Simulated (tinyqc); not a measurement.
From results to parameters: diatomic chain. Computed by the program tinyqc.

Problem. A chain of two alternating masses has one spring constant k; at the zone edge omega^2 = 2k/M and 2k/m, and wavenumber = 521.4708 sqrt(omega^2) with omega^2 in eV/(angstrom^2 u). Find k, the heavier mass and the optical wavenumber at q = 0.

wavenumbers at the zone edge (cm^-1): 472.829871  993.484626
lighter mass = 13.500000 u

Solution. The upper value gives k = m omega^2/2, the ratio of the squares gives M/m, and at q = 0 omega^2 = 2k (1/m + 1/M), the sum of the two.

k = 24.5000 eV/angstrom^2
heavier mass = 59.600 u
optical wavenumber at q = 0 = 1100.264 cm^-1
